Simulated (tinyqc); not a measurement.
p-type polysilicon, carrier trapping at grain boundaries: one step of the calculation.

One-dimensional grains of size Lg, uniform ionised doping N, monovalent traps Qt at each boundary at a depth Et below (for electrons) or above (for holes) the band edge there, abrupt depletion of width W on each side of a boundary, Boltzmann statistics. xi is the distance from the band edge at the grain centre to the Fermi level. Trapped charge Qt/(1 + exp((xi + VB - Et)/Vt)) = 2 N W, barrier VB = q N W^2/(2 eps0 eps_r).

Problem. Resistivity and effective mobility. n0 = NB exp(-xi/Vt); mean density n0 (1 - 2 W/Lg) by charge balance in a partly depleted grain, and n0 (sqrt(pi)/2) erf(u)/u with u = sqrt(VB/Vt) in a fully depleted one; v = sqrt(kB T/(2 pi ms m0)); barrier resistivity Vt exp(VB/Vt)/(q fe n0 v Lg); grain resistivity (1 - 2 W/Lg)/(q n0 mug); effective mobility 1/(q mean density total resistivity).

Parameters, values chosen for the exercise; values of the order met in polycrystalline silicon: temperature T = 300 K; valence-band density of states at T NB = 2.65e19 cm^-3; grain size Lg = 290 nm; mass for thermionic emission ms = 0.36 m0; correction factor of the emission rate fe = 0.12; mobility inside the grains mug = 250 cm^2/(V s).

Constants: q = 1.602176634e-19 C, kB = 1.380649e-23 J/K, m0 = 9.1093837015e-31 kg, Vt = kB T/q. Results are converted to the units shown.

W = 38.042869 nm
xi = 0.12386397 V
VB = 0.24621529 V

Wanted: n0; mean density; v; barrier resistivity; grain resistivity; resistivity; effective mobility.

Solution.

n0 = 2.200e17 cm^-3
mean density = 1.623e17 cm^-3
v = 4.483e6 cm/s
barrier resistivity = 643.3 ohm cm
grain resistivity = 0.08371 ohm cm
resistivity = 643.4 ohm cm
effective mobility = 0.05978 cm^2/(V s)

The resistivity is 5670 times that of a single crystal with the same N and mobility mug, and the mean density is 73.8 % of N.

tinyqc, about 0.01 s, one thread, Intel Xeon 2.30GHz (shared host): `OMP_NUM_THREADS=1 python tinyqc.py 2830281 2830282 out.jsonl`
